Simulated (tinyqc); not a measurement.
Threshold-voltage variability of a planar MOSFET, analytic estimates: one step of the calculation.

Three independent sources add in quadrature: random dopants in the depleted layer, metal-gate grains of two orientations, and roughness of the two gate edges acting through the roll-off VT = VT(long) - Vr exp(-L/l). These are first-order estimates: no three-dimensional electrostatics, no percolation.

Question. Metal grains and edge roughness. Grains: Ng = L W/G^2 (at least 1), s2 = dW sqrt(p (1 - p)/Ng). Edges, with exponential correlation and u = W/La: the mean gate length has sL^2 = 2 De^2 (2/u)[1 - (1 - exp(-u))/u]; s3 = sL (Vr/l) exp(-L/l).

Parameters, values chosen for the exercise; material values close to those of silicon: gate length L = 25 nm; gate width W = 100 nm; metal grain size G = 7 nm; work-function difference of the two grain orientations dW = 0.15 eV; share of the orientation of higher work function p = 0.6; rms roughness of one gate edge De = 1.2 nm; correlation length of the roughness La = 30 nm; decay length of the threshold roll-off l = 4.3 nm; prefactor of the roll-off Vr = 1 V.

Find: Ng; s2; sL; dVT/dL; s3.

Answer.

Ng = 51.02
s2 = 10.29 mV
sL = 1.108 nm
dVT/dL = 0.6943 mV/nm
s3 = 0.7694 mV

Program tinyqc, `OMP_NUM_THREADS=1 python tinyqc.py 2090115 2090116 out.jsonl`; Intel Xeon 2.30GHz, shared host, one thread, about 0.01 s.
